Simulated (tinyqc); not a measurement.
Free-carrier optics of a doped semiconductor (Drude model with one polar phonon), step by step. Values are carried at full precision from step to step, so a last printed digit may differ when a step is redone from the rounded ones.

eps(E) = ei [1 - Ep^2/(E^2 + i E Gam)] + (es - ei) wT^2/(wT^2 - E^2 - i E gT), with Ep^2 = 8 pi c (e^2/(4 pi eps0)) N/(m ei), c = hbar^2/2m0, N in 1/angstrom^3 (1e-24 per 1/cm^3); Gam = hbar/tau, tau = mu m m0/e with m0/e = 5.685630e-12 kg/C and mu in m^2/(V s). Energies in meV.

Constants: hbar^2/2m0 = 3.80998211 eV angstrom^2; e^2/(4 pi eps0) = 14.39964547 eV angstrom; hbar = 6.58211957e-16 eV s; hbar c = 1973.269805 eV angstrom.

Inputs chosen for the exercise (mass and dielectric values near those of GaAs; N and mu are free inputs; interband absorption and the rise of the mass with filling are left out; not measured data):
```
symbol  value    unit        meaning
N       3.7e+18  1/cm^3      carrier density
m       0.0738   m0          conductivity mass
mu      5700     cm^2/(V s)  mobility
ei      11.19                high-frequency dielectric constant
wT      33.1     meV         TO phonon
es      13.09                static dielectric constant
gT      0.5      meV         phonon damping
E       219.5    meV         photon energy
```

## Plasma energy and damping

Evaluate Ep, tau, Gam, the plasma wavelength hc/Ep (hc = 1239.841984 eV nm) and the dc resistivity 1/(e N mu), e = 1.602176634e-19 C.

Ep = 78.60 meV
tau = 239.17 fs
Gam = 2.75 meV
plasma wavelength = 15.77 micrometre
rho = 0.000296 ohm cm

Ep/Gam = 28.56: the plasma edge is sharp.

## Dielectric function at one energy

Insert the numbers.

free-carrier term = -1.4346+0.0180i
eps = 9.7112+0.0181i

## Optical constants

n + i k = sqrt(eps1 + i eps2) with k >= 0; R = ((n - 1)^2 + k^2)/((n + 1)^2 + k^2) at normal incidence from vacuum; alpha = 2 E k/(hbar c), times 1e8 for 1/cm; loss function Im(-1/eps) = eps2/(eps1^2 + eps2^2).

Convert eps at the photon energy E (in meV) into the optical constants.

n = 3.1163
k = 0.0029
R = 0.2643
alpha = 64.6 1/cm

Light of this energy penetrates 1/alpha = 155 micrometre.

## Coupled plasmon-phonon modes

Without damping eps = 0 gives E^4 - (wL^2 + Ep^2) E^2 + Ep^2 wT^2 = 0 with wL = wT sqrt(es/ei) (Lyddane-Sachs-Teller).

wL = 35.80 meV

L-, L+ (meV): [32.51, 80.01]

L+ lies 1.42 meV above the larger of wL and Ep; L- lies below wT by 0.59 meV.

## Checks

- Integral of E eps2 of the free-carrier term against (pi/2) ei Ep^2 (meV^2): both 1.0859e+05.

Run: tinyqc, `OMP_NUM_THREADS=1 python tinyqc.py 1681869 1681870 out.jsonl`; Intel(R) Xeon(R) Processor @ 2.30GHz, one thread, shared host; about 0.01 s of CPU time with all checks.
